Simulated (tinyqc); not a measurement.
Input admittance of a MOSFET at zero drain bias: distributed channel and distributed gate: one step of the calculation.

Source and drain grounded, strong inversion, w = 2 pi f, Cox = eps0 eox/tox. The channel is an RC line of resistance 1/(mu Cox Vo) per square fed from both ends, so one finger has the intrinsic admittance y = i w Cox L tanh(g)/g per width, g = (1/2) sqrt(i w tau), tau = L^2/(mu Vo). The vertical resistance rv/L is in series with y, the overlaps 2 i w Cov in parallel: y_t = 1/(1/y + rv/L) + 2 i w Cov. The gate strip is a line of Rsh/L per length loaded by y_t, so a finger has Y = y_t Wf tanh(k)/k, k = (Wf/sd) sqrt(y_t Rsh/L); the device has Nf Y.

Task. Input impedance of the device. k and Y as defined; Z = 1/(Nf Y) = R + 1/(i w C); Q = |Im Z|/R; signal at the point farthest from a contact |1/cosh k|.

Values chosen for this exercise; values of the order met in silicon radio-frequency transistors:
```
symbol  value        unit                                        meaning
L        0.13          um                                 channel length
Wf          7          um                                   finger width
Nf         64                                          number of fingers
Rsh       3.3  ohm/square                   sheet resistance of the gate
sd          2              number of ends at which a finger is contacted
f          56         GHz                                      frequency
```

y_t = 15.15524+741.87524i uS/um

Give: k; Nf Y; R; C; Q; signal at the far point.

Result.

k = 0.34311+0.33618i
Nf Y = 31.98+329.00i mS
R = 0.29266 ohm
C = 943.86 fF
Q = 10.289
signal at the far point = 0.99327

Program tinyqc, `OMP_NUM_THREADS=1 python tinyqc.py 2262144 2262145 out.jsonl`; Intel Xeon 2.30GHz, shared host, one thread, about 0.01 s.
